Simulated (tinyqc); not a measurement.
Photoconductance decay in a wafer: bulk and surface recombination modes, and iron detection by pair splitting: one step, computed by the program tinyqc. Command: `OMP_NUM_THREADS=1 python tinyqc.py 3112996 3112997 out.jsonl pcd walk`. One thread of a shared host (Intel(R) Xeon(R) Processor @ 2.30GHz), about 0.01 s of CPU time with the checks.

Both faces of the wafer have the same S; injection is low and all coefficients are constant. x runs from -W/2 to W/2.

Problem. Effective lifetime. Even modes cos(a x) obey b tan b = S W/(2 D) with b = a W/2, odd modes sin(a x) obey -b cot b = S W/(2 D); each decays at the rate 1/tau_b + D a^2. tau_eff is the decay time of the first mode. The surface time is 1/(D a^2) of that mode; shortcuts for it are W/(2 S), W^2/(pi^2 D) and their sum, whose error is sum/surface time - 1.

Inputs (values chosen for the exercise, modelled on p-type silicon):

| quantity | value | unit |
|---|---|---|
| thickness W | 300 | micrometre |
| diffusivity D | 24.9 | cm^2/s |
| bulk lifetime tau_b without iron | 22 | microsecond |
| surface recombination velocity S | 4400 | cm/s |

Give: tau_eff; surface time; W/(2 S); W^2/(pi^2 D); error of the sum; tau_eff/tau_b.

Solution.

tau_eff = 5.1538 microsecond

surface time = 6.7306 microsecond

W/(2 S) = 3.4091 microsecond

W^2/(pi^2 D) = 3.6622 microsecond

error of the sum = 5.0627 %

tau_eff/tau_b = 0.23426

tau_eff is only 0.23 of tau_b, so it understates the bulk lifetime.
